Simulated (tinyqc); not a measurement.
Zigzag graphene nanoribbon in tight binding: one step. Levels and where the middle pair lives. Three cases, with inputs chosen for the exercise.

Question. Diagonalise H; average the weights of the two middle levels.

Case 1.

H(k) (eV), lower triangle:
```
           A1         B1         A2         B2         A3         B3         A4  B4
A1          0
B1  -1.682875          0
A2          0  -2.840000          0
B2          0          0  -1.682875          0
A3          0          0          0  -2.840000          0
B3          0          0          0          0  -1.682875          0
A4          0          0          0          0          0  -2.840000          0
B4          0          0          0          0          0          0  -1.682875   0
```

Case 2.

H(k) (eV), lower triangle:
```
           A1         B1         A2         B2         A3         B3         A4  B4
A1          0
B1  -3.539177          0
A2          0  -2.960000          0
B2          0          0  -3.539177          0
A3          0          0          0  -2.960000          0
B3          0          0          0          0  -3.539177          0
A4          0          0          0          0          0  -2.960000          0
B4          0          0          0          0          0          0  -3.539177   0
```

Case 3.

H(k) (eV), lower triangle:
```
           A1         B1         A2         B2         A3         B3
A1   0.440000
B1  -3.406356  -0.440000
A2          0  -2.510000   0.440000
B2          0          0  -3.406356  -0.440000
A3          0          0          0  -2.510000   0.440000
B3          0          0          0          0  -3.406356  -0.440000
```

Give: levels; weights.

Answer.

Case 1.

levels (eV): -4.2529  -3.4773  -2.3001  -0.2358  0.2358  2.3001  3.4773  4.2529

weights: A1 0.343, B1 0.007, A2 0.116, B2 0.035, A3 0.035, B3 0.116, A4 0.007, B4 0.343

The two edge sites hold 68.6 % of the middle pair, against 25.0 % for an even spread.

Case 2.

levels (eV): -6.1183  -5.0261  -3.3782  -1.5103  1.5103  3.3782  5.0261  6.1183

weights: A1 0.183, B1 0.033, A2 0.175, B2 0.109, A3 0.109, B3 0.175, A4 0.033, B4 0.183

The two edge sites hold 36.5 % of the middle pair, against 25.0 % for an even spread.

Case 3.

levels (eV): -5.3877  -3.8918  -1.9537  1.9537  3.8918  5.3877

weights: A1 0.229, B1 0.072, A2 0.199, B2 0.199, A3 0.072, B3 0.229

The two edge sites hold 45.8 % of the middle pair, against 33.3 % for an even spread.

Computed by tinyqc, one run a case: `OMP_NUM_THREADS=1 python tinyqc.py N N+1 out.jsonl` with N = 1451445, 1451999, 1452034; one thread of a shared Intel(R) Xeon(R) Processor @ 2.30GHz, about 0.01 s a run at most.
